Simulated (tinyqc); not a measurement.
Worked calculation: ROHF in the sto-3g basis, for H3, spin multiplicity 2. This run ends on a higher stationary point, not on the lowest solution. Computed by tinyqc, a small Python program that keeps every step (integrals from PySCF). Settings: charge = 0, multiplicity = 2, basis = sto-3g, energy threshold = 1e-08, iteration cap = 60, orthogonalisation = symmetric, start = random, DIIS depth = 4, method = ROHF. Command: `OMP_NUM_THREADS=1 python tinyqc.py 26507 26508 out.jsonl` (the two numbers bound the seeds that draw the settings). One thread of a shared host (Intel(R) Xeon(R) Processor @ 2.60GHz), about 0.05 s of CPU time with the checks.

Geometry (angstrom):
```
atom,x,y,z
H,0.000000,0.000000,0.000000
H,0.000000,0.000000,0.765000
H,0.000000,0.697000,0.315000
```

Stop when the energy changes by less than 1e-08 hartree and every element of the error matrix X^T (F D S - S D F) X is below 3e-05.

Course of the cycle:
```
iteration,E (hartree),change,largest element of the error matrix
1,-0.23646661,-,2.98e-01
2,-1.13901115,-9.03e-01,1.21e-01
3,-1.16384004,-2.48e-02,6.55e-02
4,-1.18171449,-1.79e-02,5.52e-02
5,-1.14629100,3.54e-02,2.57e-02
6,-1.14555219,7.39e-04,1.40e-02
7,-1.14603623,-4.84e-04,9.27e-03
8,-1.14776178,-1.73e-03,1.51e-02
9,-1.14588028,1.88e-03,4.30e-03
10,-1.14583873,4.16e-05,3.76e-03
11,-1.14584637,-7.65e-06,8.13e-04
12,-1.14584580,5.75e-07,7.46e-05
13,-1.14584580,-6.28e-09,4.49e-06
```

Can the last value be used, and what does the course show?

No, though the log alone does not show it. Converged in 13 iterations. But the solution lies 0.08526 hartree above the reference: it is another stationary point, not the lowest one. Reruns (cap 100 unless said): DIIS 8: converged in 17 to a higher stationary point; atomic densities as start, DIIS 8: converged in 18. PySCF ROHF in the same basis = -1.23110148 hartree.
